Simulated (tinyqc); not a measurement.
# Worked calculation: on-chip interconnect, size-dependent resistivity and RC delay

Computed by the program tinyqc: `OMP_NUM_THREADS=1 python tinyqc.py 2100010 2100011 out.jsonl`, one thread of a shared Intel Xeon 2.30GHz, about 0.01 s for the whole run. Printed values are rounded.

A rectangular line between two neighbours and two ground planes. Surface and grain-boundary scattering are added to the bulk resistivity as corrections; capacitances are parallel-plate values without fringing; inductance is ignored.

Parameters, values chosen for the exercise; metal values close to those of copper:
```
symbol,value,unit,meaning
rho0,1.63,uohm cm,bulk resistivity
lam,40,nm,bulk mean free path
ps,0,,specular share of surface scattering
Rg,0.29,,reflection coefficient of grain boundaries
gr,2,,grain size over the metal width
wd,11,nm,drawn line width
AR,1.9,,"aspect ratio, height over width"
tl,1.6,nm,"liner on both walls and the bottom, not conducting"
sp,22,nm,space to the neighbouring lines
hd,19,nm,dielectric height to the planes above and below
ek,2.2,,relative permittivity of the dielectric
Mf,2,,Miller factor of the neighbours
Lw,11,um,line length
Rd,1400,ohm,driver resistance
Cl,5,fF,load capacitance
dt,14,ps,time step
```

Constants: eps0 = 8.8541878128e-12 F/m. Results are converted to the units shown.

Range of the model: The metal width is under the mean free path, where the thick-limit surface term and the simple sum of corrections lose accuracy.

## Resistivity, resistance and capacitance per length

Metal width x = wd - 2 tl, height y = AR wd - tl; grain boundaries (Mayadas-Shatzkes): al = (lam/(gr x)) Rg/(1 - Rg), g = 1/[1 - 3 al/2 + 3 al^2 - 3 al^3 ln(1 + 1/al)] - 1; surfaces (Fuchs-Sondheimer, thick limit): s = (3/8) lam (1 - ps)(1/x + 1/y); rho = rho0 (1 + g + s); r = rho/(x y); c = eps0 ek (2 wd/hd + 2 Mf AR wd/sp).

x = 7.8 nm
y = 19.3 nm
al = 1.047309
g = 1.441519
s = 2.700279
rho = 8.381130 uohm cm
r = 556.7377 ohm/um
c = 0.09657589 fF/um

rho is 5.14 times the bulk value; surfaces add more (2.70 against 1.44). The liner takes 34.5 % of the cross-section.

## Ladder and Elmore delays

6 equal pi sections: series Rs = r Lw/6; node capacitances c Lw/6, halved at nodes 0 and 6, with Cl added to node 6; Rd feeds node 0. Elmore delay of node k: the sum, over the resistors on the path to k, of resistance times all capacitance downstream of it.

Rs = 1020.686 ohm

```
node      C (fF)  Elmore delay (ps)
0     0.08852790           8.487269
1      0.1770558           14.58465
2      0.1770558           20.50131
3      0.1770558           26.23725
4      0.1770558           31.79248
5      0.1770558           37.16699
6       5.088528           42.36077
```

The far-end value equals Rd (c Lw + Cl) + r Lw (c Lw/2 + Cl) for any number of pi sections; the line resistance contributes 80.0 % of it.

## Step 1: node voltages after a time step

v at t = 0, node 0 to 6 (V): 0  0  0  0  0  0  0

A 1 V step is applied behind Rd at t = 0. C dv/dt = -G v + b, with G the conductance matrix of the ladder (1/Rs between neighbours, 1/Rd added at node 0) and b = (1 V/Rd, 0, ...). Backward Euler step: (C/dt + G) v(new) = (C/dt) v + b.

v at t = 1 dt, node 0 to 6 (V): 0.8302413  0.7118353  0.6026180  0.5011796  0.4062106  0.3164852  0.2308452

## Step 2: node voltages after a time step

As before.

v at t = 2 dt, node 0 to 6 (V): 0.8880036  0.8067242  0.7266697  0.6482165  0.5716612  0.4972417  0.4251555

## Course in time

A 1 V step is applied behind Rd at t = 0. C dv/dt = -G v + b, with G the conductance matrix of the ladder (1/Rs between neighbours, 1/Rd added at node 0) and b = (1 V/Rd, 0, ...). Backward Euler step: (C/dt + G) v(new) = (C/dt) v + b. The last column solves the same ladder exactly by its modes.

Voltages (V):
```
t (ps)  node 0  node 3  node 6  node 6, exact
14.00   0.8302  0.5012  0.2308         0.2644
28.00   0.8880  0.6482  0.4252         0.4774
42.00   0.9173  0.7391  0.5715         0.6288
56.00   0.9384  0.8057  0.6807         0.7363
70.00   0.9541  0.8552  0.7620         0.8126
84.00   0.9658  0.8921  0.8227         0.8669
98.00   0.9745  0.9196  0.8678         0.9054
112.0   0.9810  0.9401  0.9015         0.9328
126.0   0.9858  0.9553  0.9266         0.9523
140.0   0.9895  0.9667  0.9453         0.9661
154.0   0.9921  0.9752  0.9592         0.9759
168.0   0.9941  0.9815  0.9696         0.9829
```

The far end of the ladder reaches 0.5 V at 29.81 ps, 0.704 of its Elmore delay (ln 2 = 0.693 for a single pole); the slowest mode has a time constant of 40.95 ps. The largest error of the backward Euler steps at that node is 57 mV.
